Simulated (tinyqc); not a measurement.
Trap density from one capacitance.

Inverse problem. Traps spread evenly through the insulator exchange electrons with the semiconductor by tunnelling, with tau(x) = t0 exp(2 ka x) at depth x from the interface. The admittance per area Y seen at depth x obeys dY/dx = -Y^2/(i w eps0 eox) + q Nb ln(1 + i w tau)/tau, with Y(0) = i w Cs and w = 2 pi f; the gate sees Y(tox) = G + i w C. Working variable y = Y/(i w), in uF/cm^2. Cox = eps0 eox/tox. Find Nb and G/w.

Inputs (values chosen for the exercise):
```
symbol  value     unit                                               meaning
eox      19.4                         relative permittivity of the insulator
tox       3.8       nm                                   insulator thickness
Cs        4.9  uF/cm^2             semiconductor capacitance in accumulation
ka        3.1     1/nm  decay constant of the wave function in the insulator
t0       8e-9        s              time constant of a trap at the interface
f        1000       Hz                                             frequency
```

Constants: q = 1.602176634e-19 C, eps0 = 8.8541878128e-14 F/cm where lengths are in cm. Results are converted to the units shown.

C = 2.6240421 uF/cm^2

Answer. C rises steadily with Nb, so one density matches; in practice ka and t0 must come from the frequency dependence.

Nb = 2.800e19 cm^-3 eV^-1
G/w = 0.05413 uF/cm^2

Numbers from tinyqc (`OMP_NUM_THREADS=1 python tinyqc.py 2202236 2202237 out.jsonl`; about 0.3 s on one thread of a shared Intel Xeon 2.30GHz).
